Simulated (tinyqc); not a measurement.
Hubbard ring of 5 sites, step by step. Computed by tinyqc, a small Python program that keeps every step. Settings: hopping = 1.69, U = 3.6, mixing = 1, iteration cap = 78. Command: `OMP_NUM_THREADS=1 python tinyqc.py 20362 20363 out.jsonl` (the two numbers bound the seeds that draw the settings). One thread of a shared host (Intel(R) Xeon(R) Processor @ 2.60GHz), about 0.3 s of CPU time with the checks. Later iterations appear only in the table of the cycle.

## Mean-field iteration 1

one-body matrix (hopping and site energies) (eV):
```
           1          2          3          4          5
1   0.000000  -1.690000   0.000000   0.000000  -1.690000
2  -1.690000   0.000000  -1.690000   0.000000   0.000000
3   0.000000  -1.690000   0.000000  -1.690000   0.000000
4   0.000000   0.000000  -1.690000   0.000000  -1.690000
5  -1.690000   0.000000   0.000000  -1.690000   0.000000
```

U = 3.600000 eV

electrons, up and down: 3  2

mixing = 1

n(up) at the start (a guess, not normalised): 1 0.650000, 2 0.550000, 3 0.650000, 4 0.550000, 5 0.650000

n(down) at the start (a guess): 1 0.350000, 2 0.450000, 3 0.350000, 4 0.450000, 5 0.350000

H(up) = T + U n(down), H(down) = T + U n(up); fill the lowest levels; n(new) = n + mixing (n(out) - n); E = tr T (rho up + rho down) + U sum n_up n_down of the output.

levels, up (eV): -1.982076  0.243321  0.468871  4.101129  4.188755

levels, down (eV): -1.190180  1.028456  1.268370  4.891810  4.981544

energy = -5.635612 eV

n(up) after iteration 1: 1 0.621266, 2 0.563736, 3 0.629996, 4 0.563736, 5 0.621266

n(down) after iteration 1: 1 0.303567, 2 0.596867, 3 0.199132, 4 0.596867, 5 0.303567

## Mean-field iteration 2

As before.

levels, up (eV): -1.996813  -0.051484  0.746296  4.185265  4.316735

levels, down (eV): -1.222093  1.040001  1.188383  4.877702  4.916007

energy = -5.702598 eV

n(up) after iteration 2: 1 0.665968, 2 0.475395, 3 0.717274, 4 0.475395, 5 0.665968

n(down) after iteration 2: 1 0.319292, 2 0.582270, 3 0.196876, 4 0.582270, 5 0.319292

## Convergence

Each step fills the lowest levels of T + U n(other spin) and sets n(new) = n + mixing (n(out) - n); stop when output and input agree to 1e-8.

Course of the cycle:
```
iteration       E (eV)  largest |n(out) - n(in)|  mean |n_up - n_down|
1          -5.63561199                  1.51e-01              0.226505
2          -5.70259825                  8.83e-02              0.285500
3          -5.72097855                  4.52e-02              0.313912
4          -5.72739666                  2.98e-02              0.333001
5          -5.72992466                  1.79e-02              0.343421
6          -5.73096008                  1.15e-02              0.350714
7          -5.73138231                  7.52e-03              0.354813
8          -5.73155408                  4.63e-03              0.357729
9          -5.73162345                  3.05e-03              0.359366
10         -5.73165139                  1.86e-03              0.360538
11         -5.73166262                  1.22e-03              0.361194
...                ...                       ...                   ...
27         -5.73167013                  8.02e-07              0.362415
28         -5.73167013                  4.90e-07              0.362415
29         -5.73167013                  3.21e-07              0.362415
30         -5.73167013                  1.96e-07              0.362416
31         -5.73167013                  1.28e-07              0.362416
32         -5.73167013                  7.83e-08              0.362416
33         -5.73167013                  5.13e-08              0.362416
34         -5.73167013                  3.13e-08              0.362416
35         -5.73167013                  2.05e-08              0.362416
36         -5.73167013                  1.25e-08              0.362416
37         -5.73167013                  8.21e-09              0.362416
```

local moments n_up - n_down: 1 0.429549, 2 -0.203020, 3 0.546942, 4 -0.203020, 5 0.429549

Converged in 37 iterations. Before convergence this energy mixes input and output and is not variational, so it may rise towards its limit.

## Exact diagonalisation (100 states)

Lowest levels of the sector, and the double occupancy of the lowest state.

lowest levels (eV): -6.315393  -6.315393  -4.334135  -3.750908  -3.750908  -2.523032

double occupancy per site = 0.155769

The mean-field solution above lies 0.5837 eV above the exact energy.

## The lowest level by Lanczos steps

From a random start vector (not printed): a_j = <q_j|H|q_j>, b_j = norm of the remainder after orthogonalising; the Ritz value is the lowest eigenvalue of the tridiagonal matrix of a and b so far.

Lanczos:
```
j   a_j (eV)  b_j (eV)  lowest Ritz value (eV)
1   2.518371  5.678019              2.51837127
2   3.441200  4.956886             -2.71695050
3   3.198814  5.944352             -4.42497787
4   3.341408  5.541864             -5.59978451
5   6.421773  5.303087             -6.09770565
6   5.646773  4.728892             -6.24368985
7   3.530130  4.953000             -6.28890848
8   4.069668  3.824835             -6.30920747
9   4.625278  4.680812             -6.31381699
10  6.290826  4.540653             -6.31493073
```
